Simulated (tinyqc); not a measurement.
Bound state in one dimension: Numerov shooting, finite differences, DVR, step by step. Computed by tinyqc, a small Python program that keeps every step. Settings: points = 96. Command: `OMP_NUM_THREADS=1 python tinyqc.py 27321 27322 out.jsonl` (the two numbers bound the seeds that draw the settings). One thread of a shared host (Intel(R) Xeon(R) Processor @ 2.60GHz), about 0.01 s of CPU time with the checks.

## Numerov steps at E = -12.17

One particle of mass 1 in V = -12.42 exp(-x^2/1.88^2) (atomic units), psi = 0 at both ends:
```
parameter                value
left end                    -7
right end                    7
intervals                   96
h                     0.145833
state sought (nodes)         2
```

k_i = 2 m (E - V_i); (1 + h^2 k_(i+1)/12) y_(i+1) = 2 (1 - 5 h^2 k_i/12) y_i - (1 + h^2 k_(i-1)/12) y_(i-1), from y_0 = 0, y_1 = 0.001.

Points along the way:
```
i           x          V           k               y
0   -7.000000  -0.000012  -24.339976        0.000000
1   -6.854167  -0.000021  -24.339958        0.001000
2   -6.708333  -0.000037  -24.339927        0.002541
3   -6.562500  -0.000063  -24.339873        0.005457
4   -6.416667  -0.000108  -24.339783        0.011324
5   -6.270833  -0.000183  -24.339634        0.023318
32  -2.333333  -2.661507  -19.016985  4814391.581400
33  -2.187500  -3.207293  -17.925414  9128832.866800
34  -2.041667  -3.818767  -16.702467        1.70e+07
35  -1.895833  -4.492427  -15.355145        3.11e+07
36  -1.750000  -5.221707  -13.896586        5.54e+07
37  -1.604167  -5.996771  -12.346459        9.64e+07
```

## Bisection on the node count

With more sign changes than the state has nodes (the last point included) the energy is too high, else too low; the bracket starts as -12.17 to -0.05.

Trials:
```
trial            E  sign changes  y at the right end   next
1      -6.11000000             3           -8.93e+11  lower
2      -9.14000000             1           -4.70e+16  raise
3      -7.62500000             2            3.96e+14  raise
4      -6.86750000             2            1.28e+13  raise
5      -6.48875000             3           -2.39e+11  lower
6      -6.67812500             2            3.10e+12  raise
7      -6.58343750             2            9.39e+11  raise
8      -6.53609375             2            2.53e+11  raise
9      -6.51242188             3           -1.42e+10  lower
10     -6.52425781             2            1.14e+11  raise
11     -6.51833984             2            4.84e+10  raise
12     -6.51538086             2            1.68e+10  raise
13     -6.51390137             2            1.19e+09  raise
14     -6.51316162             3           -6.54e+09  lower
...            ...           ...                 ...    ...
29     -6.51378784             3           -4.04e+04  lower
30     -6.51378785             2            7.77e+04  raise
31     -6.51378784             2            1.87e+04  raise
```

eigenvalue = -6.51378784 hartree

## The same grid by other methods

Three-point finite differences and the sine-DVR kinetic matrix of Colbert and Miller on the same points.

Lowest levels (hartree):
```
state  finite differences         DVR
0              -11.151822  -11.147734
1               -8.733109   -8.715031
2               -6.553545   -6.513313
3               -4.623331   -4.559630
4               -2.959146   -2.877428
```
